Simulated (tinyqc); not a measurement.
From results back to parameters: eight-band Kane k.p model. Four cases, with inputs chosen for the exercise.

Problem. In the Kane model 1/m = A_r + Ep (Eg + 2 Dso/3)/(Eg (Eg + Dso)) and the Roth formula gives g* = 2 - 2 Ep Dso/(3 Eg (Eg + Dso)). The mass and the g factor below were computed from hidden Ep and Dso.

Find: X; Y; Ep; Dso.

Method. Let X = 1/m - A_r and Y = (2 - g*)/2. Then X + Y = Ep/Eg and X - 2 Y = Ep/(Eg + Dso).

Case 1.

Values chosen (out of a larger set: near those of GaSb; not measured data): Eg = 0.848 eV (gap at Gamma to the s-like level); A_r = 1 (remote-band term in 1/m).

m = 0.0363333 m0
g* = -8.16157

Solution.

X = 26.523
Y = 5.081
Ep = 26.80 eV
Dso = 0.790 eV

Case 2.

Values chosen (out of a larger set: near those of GaP; not measured data): Eg = 2.873 eV (gap at Gamma to the s-like level); A_r = 0.8 (remote-band term in 1/m).

m = 0.0862266 m0
g* = 1.80563

Solution.

X = 10.797
Y = 0.097
Ep = 31.30 eV
Dso = 0.079 eV

Case 3.

Values chosen (out of a larger set: near those of AlAs; not measured data): Eg = 3.077 eV (gap at Gamma to the s-like level); A_r = 1 (remote-band term in 1/m).

m = 0.1267254 m0
g* = 1.61250

Solution.

X = 6.891
Y = 0.194
Ep = 21.80 eV
Dso = 0.275 eV

Case 4.

Values chosen (out of a larger set: near those of InSb; not measured data): Eg = 0.232 eV (gap at Gamma to the s-like level); A_r = 1 (remote-band term in 1/m).

m = 0.0137289 m0
g* = -48.28736

Solution.

X = 71.839
Y = 25.144
Ep = 22.50 eV
Dso = 0.812 eV

Computed by tinyqc, one run a case: `OMP_NUM_THREADS=1 python tinyqc.py N N+1 out.jsonl` with N = 1051425, 1051443, 1051475, 1051506; one thread of a shared Intel(R) Xeon(R) Processor @ 2.30GHz, about 0.08 s a run at most.
